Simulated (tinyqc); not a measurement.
What moves the results: heavy doping: gap narrowing, degeneracy and the minority density. A value that a table varies takes the place of the one given here.

F_j(eta) = (1/Gamma(j + 1)) integral_0^infinity x^j dx/(1 + exp(x - eta)), which tends to exp(eta) for eta << 0.

Empirical narrowing (Slotboom form, constants chosen for the exercise; published fits of this form give the apparent narrowing, here it is taken as the true one): dEg = E0 [ln(N/N0) + sqrt(ln(N/N0)^2 + C)].

Majority: N = Nc F_1/2(eta), eta the distance of EF beyond the majority band edge in kT. Degeneracy factor gam = F_1/2(eta)/exp(eta). ni0^2 = Nc Nv exp(-Eg/kT); product n p = ni0^2 gam exp(dEg/kT), dEg the true narrowing; apparent narrowing dEa = dEg + kT ln gam; minority density = n p/N.

Bipolar transistor with N as emitter doping: beta = K (N/NB) exp((dEa_B + dG - dEa_E)/kT), dEa_E = dEg(N) + kT ln gam, dEa_B = dEg(NB). For the sweep in T, Nc is scaled as (T/T0)^(3/2) from its value at T0 = T.

Constants: kB = 8.617333262e-05 eV/K.

Inputs chosen for the exercise (gap and densities of states near those of Si at this temperature; narrowing constants near the fits for Si; not measured data):
```
symbol  value     unit    meaning
Eg      1.133     eV      gap
Nc      2.74e+19  1/cm^3  conduction-band density of states
Nv      1.08e+19  1/cm^3  valence-band density of states
T       300       K
E0      6.56      meV     narrowing scale
N0      1.5e+17   1/cm^3  onset density
C       0.5               smoothing constant
N       6.6e+18   1/cm^3  ionised donors, equal to the majority density
NB      2e+17     1/cm^3  base doping
K       4.1               ratio (D_B W_E)/(D_E W_B)
dG      120       meV     extra narrowing of the base by alloying
```

## Narrowing against degeneracy

N takes the values listed; the last column is N over the factor gam exp(dEg/kT), the doping that a simple model would need to give the same minority density.

Results:
```
N (1/cm^3)    eta      gam  dEg (meV)  dEa (meV)  minority (1/cm^3)  effective doping (1/cm^3)
8.0e+16     -5.84    0.999        2.1        2.1                371                   7.39e+16
3.0e+17     -4.51    0.996       11.0       10.9                139                   1.96e+17
8.0e+17     -3.52    0.990       22.9       22.6               82.2                   3.33e+17
3.0e+18     -2.17    0.962       39.8       38.8               41.0                   6.68e+17
8.0e+18     -1.13    0.902       52.6       49.9               23.6                   1.16e+18
3.0e+19      0.47    0.683       69.8       60.0               9.29                   2.95e+18
8.0e+19      2.06    0.370       82.6       57.0               3.10                   8.84e+18
2.0e+20      4.35   0.0940       94.6       33.5              0.501                   5.47e+19
5.0e+20      8.28  0.00463      106.6      -32.3             0.0157                   1.75e+21
```

dEg grows steadily to 106.6 meV, while the apparent value peaks at 60.0 meV for N = 3e+19 and falls to -32.3 meV as the Fermi level enters the band (a negative value is not met in measurements: parabolic bands with a fixed mass overstate the filling). N grows by a factor 38 from the third to the sixth row and the effective doping by 8.9: net of degeneracy, narrowing takes away 76 % of the factor gained by heavier doping.

## Current gain against temperature

Gain:
```
T (K)      beta  beta with dG = 0  without narrowing
150    6.54e+04              6.08                135
200    1.36e+04              12.9                135
250    5.35e+03              20.4                135
300    2.87e+03              27.7                135
350    1.85e+03              34.6                135
400    1.33e+03              40.8                135
450    1.03e+03              46.5                135
```

dEa_B + dG - dEa_E at T0 = 79.0 meV

beta is 6.54e+04 at 150 K and 1.03e+03 at 450 K, since the net exponent is positive: the gap is narrower in the base. At 300 K narrowing and degeneracy change the gain by a factor 0.205 and alloying the base by 104.

## What moves the minority density and the gain

All results formed anew. Each row changes one parameter from the base and keeps the others.

Results:
```
case                  dEg (meV)  dEa (meV)  minority (1/cm^3)      beta
base                      50.08      47.88               26.5  2.87e+03
N = 1.32e+19 1/cm^3       59.11      54.73               17.2  4.41e+03
E0 = 7.872 meV            60.09      57.90               39.0  2.06e+03
N0 = 3e+17 1/cm^3         41.08      38.88               18.7  3.46e+03
Eg = 1.153 eV             50.08      47.88               12.2  2.87e+03
Nc = 3.56e+19 1/cm^3      50.08      48.39               35.0  2.82e+03
NB = 4e+17 1/cm^3         50.08      47.88               26.5  1.92e+03
```

The largest shifts from the base row, up to three for each result and ties (the steps differ in size, so this ranks the rows, not the parameters). dEg (meV): E0 +10.02, N +9.03, N0 -9.00; unchanged at the printed digits by Eg, Nc and NB. dEa (meV): E0 +10.02, N0 -9.00, N +6.85; unchanged at the printed digits by Eg and NB. minority (1/cm^3): Eg -14.2, E0 +12.5, N -9.21; unchanged at the printed digits by NB. beta: N +1.54e+03, NB -956, E0 -816; unchanged at the printed digits by Eg.

Run: tinyqc, `OMP_NUM_THREADS=1 python tinyqc.py 1650323 1650324 out.jsonl`; Intel(R) Xeon(R) Processor @ 2.30GHz, one thread, shared host; about 0.01 s of CPU time with all checks.
